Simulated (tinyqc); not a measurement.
Elastic strain and critical thickness of a cubic alloy layer A(1-x)B(x) on a thick substrate: one step, computed by the program tinyqc.

Strain is positive in tension. The layer is coherent with the substrate unless said otherwise.

Task: Symmetric X-ray reflection. Reflection 004: d = a_perp/sqrt(16), with a_perp = a (1 + e_perp) for the coherent layer, a for the relaxed layer and a_S for the substrate; sin(theta) = lambda/(2 d).

Inputs (values chosen for the exercise, for a model alloy): substrate lattice constant a_S = 5.653 angstrom; X-ray wavelength = 1.540593 angstrom.

Growth plane: (001).

free lattice constant a = 5.5445 angstrom

normal strain e_perp = -0.01448041

Give: Bragg angles; peak separation of the coherent layer.

Result:

Bragg angles:
```
crystal         a_perp (angstrom)  theta (degrees)  from substrate (arcsec)
substrate                  5.6530           33.028                      0.0
coherent layer             5.4642           34.325                   4667.7
relaxed layer              5.5445           33.760                   2635.1
```

peak separation of the coherent layer = 4667.7 arcsec
